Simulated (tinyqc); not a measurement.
Hubbard chain of 6 sites, step by step. Computed by tinyqc, a small Python program that keeps every step. Settings: hopping = 1.9, U = 2.2, mixing = 0.2, iteration cap = 83. Command: `OMP_NUM_THREADS=1 python tinyqc.py 23428 23429 out.jsonl` (the two numbers bound the seeds that draw the settings). One thread of a shared host (Intel(R) Xeon(R) Processor @ 2.60GHz), about 0.3 s of CPU time with the checks. Later iterations appear only in the table of the cycle.

## Mean-field iteration 1

one-body matrix (hopping and site energies) (eV), lower triangle:
```
           1          2          3          4          5          6
1   0.700000
2  -1.900000  -0.950000
3   0.000000  -1.900000  -0.900000
4   0.000000   0.000000  -1.900000  -0.930000
5   0.000000   0.000000   0.000000  -1.900000   0.300000
6   0.000000   0.000000   0.000000   0.000000  -1.900000  -0.140000
```

U = 2.200000 eV

electrons, up and down: 3  3

mixing = 0.200000

n(up) at the start (a guess, not normalised): 1 0.950000, 2 0.050000, 3 0.950000, 4 0.050000, 5 0.950000, 6 0.050000

n(down) at the start (a guess): 1 0.050000, 2 0.950000, 3 0.050000, 4 0.950000, 5 0.050000, 6 0.950000

H(up) = T + U n(down), H(down) = T + U n(up); fill the lowest levels; n(new) = n + mixing (n(out) - n); E = tr T (rho up + rho down) + U sum n_up n_down of the output.

levels, up (eV): -3.097312  -1.514700  -0.148917  1.970467  3.348241  4.122221

levels, down (eV): -3.191565  -1.914337  -0.587677  2.254306  3.784079  4.335195

energy = -11.712487 eV

n(up) after iteration 1: 1 0.881692, 2 0.127862, 3 0.909137, 4 0.107160, 5 0.888252, 6 0.085897

n(down) after iteration 1: 1 0.063516, 2 0.913031, 3 0.096852, 4 0.913370, 5 0.092371, 6 0.920861

## Mean-field iteration 2

As before.

levels, up (eV): -3.068309  -1.495476  -0.123106  1.924868  3.327528  4.114495

levels, down (eV): -3.133154  -1.837510  -0.516253  2.175955  3.704815  4.286148

energy = -11.795017 eV

n(up) after iteration 2: 1 0.823824, 2 0.192763, 3 0.873654, 4 0.156018, 5 0.836177, 6 0.117565

n(down) after iteration 2: 1 0.076808, 2 0.880238, 3 0.137726, 4 0.881303, 5 0.129482, 6 0.894443

## Mean-field iteration 3

As before.

levels, up (eV): -3.045180  -1.481745  -0.099863  1.886779  3.310921  4.109088

levels, down (eV): -3.087863  -1.777706  -0.454790  2.109241  3.642377  4.248742

energy = -11.861541 eV

n(up) after iteration 3: 1 0.774439, 2 0.247077, 3 0.842620, 4 0.197996, 5 0.792086, 6 0.145781

n(down) after iteration 3: 1 0.089849, 2 0.851114, 3 0.173521, 4 0.853073, 5 0.162088, 6 0.870355

## Convergence

Each step fills the lowest levels of T + U n(other spin) and sets n(new) = n + mixing (n(out) - n); stop when output and input agree to 1e-8.

Course of the cycle:
```
iteration        E (eV)  largest |n(out) - n(in)|  mean |n_up - n_down|
1          -11.71248690                  3.89e-01              0.443904
2          -11.79501677                  3.25e-01              0.414274
3          -11.86154116                  2.72e-01              0.386628
4          -11.91541742                  2.28e-01              0.360876
5          -11.95929214                  1.93e-01              0.336914
6          -11.99523506                  1.63e-01              0.314633
7          -12.02485935                  1.41e-01              0.293918
8          -12.04942222                  1.25e-01              0.274659
9          -12.06990587                  1.11e-01              0.256750
10         -12.08708078                  9.94e-02              0.240091
11         -12.10155451                  8.93e-02              0.224588
...                 ...                       ...                   ...
73         -12.19130336                  1.52e-03              0.004368
74         -12.19130699                  1.42e-03              0.004101
75         -12.19131019                  1.34e-03              0.003851
76         -12.19131301                  1.26e-03              0.003616
77         -12.19131550                  1.18e-03              0.003396
78         -12.19131770                  1.11e-03              0.003189
79         -12.19131963                  1.04e-03              0.002994
80         -12.19132134                  9.77e-04              0.002811
81         -12.19132284                  9.18e-04              0.002640
82         -12.19132417                  8.62e-04              0.002479
83         -12.19132534                  8.09e-04              0.002328
```

Not converged within 83 iterations: the residual falls steadily but slowly, by a factor of about 0.94 a step. The lowest mean-field energy found from random starts is -12.19133 eV. Reruns (cap 100 unless said): mixing 0.5: not converged; mixing 0.9: converged in 52 (E = -12.19133); the original settings with a cap of 400: converged in 263 (E = -12.19133).

## Exact diagonalisation (400 states)

Lowest levels of the sector, and the double occupancy of the lowest state.

lowest levels (eV): -12.516400  -11.192559  -10.356340  -9.802040  -9.493724  -9.213090

double occupancy per site = 0.206282

## The lowest level by Lanczos steps

From a random start vector (not printed): a_j = <q_j|H|q_j>, b_j = norm of the remainder after orthogonalising; the Ritz value is the lowest eigenvalue of the tridiagonal matrix of a and b so far.

Lanczos:
```
j    a_j (eV)  b_j (eV)  lowest Ritz value (eV)
1   -2.203202  7.130194             -2.20320245
2   -2.253505  6.921315             -9.35859160
3    2.222963  7.402539            -11.34524160
4    2.157319  7.553224            -12.03358227
5    2.690349  7.058956            -12.34092790
6    3.059655  6.559421            -12.46259486
7    2.744834  5.553154            -12.50200721
8    1.517877  6.018082            -12.51117548
9    0.080665  5.802552            -12.51426424
10   0.669983  6.366525            -12.51541120
```
